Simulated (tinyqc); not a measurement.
Changing the delay t: time-domain thermoreflectance: layered heat flow under a modulated pulse train, and what the signal ratio measures. Computed by tinyqc, a small Python program. Command: `OMP_NUM_THREADS=1 python tinyqc.py 3113980 3113981 out.jsonl tdtr sweep`. One thread of a shared host (Intel(R) Xeon(R) Processor @ 2.30GHz), about 0.1 s of CPU time with the checks.

Pulses repeat at 80 MHz; heat is laid down at the surface, all layers are isotropic.

Inputs (values chosen for the exercise, modelled on aluminium on germanium): metal thickness d = 120 nm; metal conductivity = 120 W/(m K); metal heat capacity = 2.42 MJ/(m^3 K); boundary conductance G under the metal = 64 MW/(m^2 K); substrate conductivity kappa = 60.1 W/(m K); substrate heat capacity C = 1.72 MJ/(m^3 K); modulation frequency f = 1 MHz; spot radius w (1/e^2, pump and probe) = 13 micrometre.

Stack: metal, substrate.

Method:
- For radial wave number k and angular frequency W each layer has u = sqrt(4 pi^2 k^2 + i W C/kappa) and gamma = kappa u. Surface impedance from below: Z = 1/gamma for the substrate; a layer of thickness L maps Z to (Z + tanh(u L)/gamma)/(1 + gamma Z tanh(u L)); a boundary adds 1/G.
- Response per absorbed watt H(W) = 2 pi int_0^(2/w) Z(k, W) exp(-pi^2 k^2 w^2) k dk by 20 Gauss-Legendre points.
- Signal: X + iY = sum_(m = -M..M) H(2 pi (f + m f_r)) exp(i 2 pi m f_r t) exp(-pi (m/M)^2 x 4), f_r = 80 MHz, M = 4000, with H(-W) the complex conjugate of H(W); V_in = X, V_out = Y, ratio = -V_in/V_out.

One run for each value:
```
delay t (ps)  ratio -V_in/V_out  V_in (K/mW)  V_out (K/mW)
80                       2.7869      0.14103     -0.050603
130                      2.5998      0.13160     -0.050619
220                      2.5303      0.12816     -0.050651
380                      2.4703      0.12526     -0.050707
630                      2.3860      0.12117     -0.050786
1100                     2.2444      0.11426     -0.050908
1800                     2.0649      0.10540     -0.051041
3000                     1.8198      0.09311     -0.051165
5000                     1.5257      0.07810     -0.051191
```

Over the rows, ratio -V_in/V_out falls from 2.79 to 1.53 (exponent d ln y / d ln x -0.14 between the first rows and -0.35 between the last); V_in (K/mW) falls from 0.141 to 0.0781 (exponent d ln y / d ln x -0.14 between the first rows and -0.34 between the last); V_out (K/mW) falls from -0.05060 to -0.05119 (exponent d ln y / d ln x 6.4e-4 between the first rows and 9.6e-4 between the last). V_out changes by 1.2 % over these delays and V_in by 45 %.
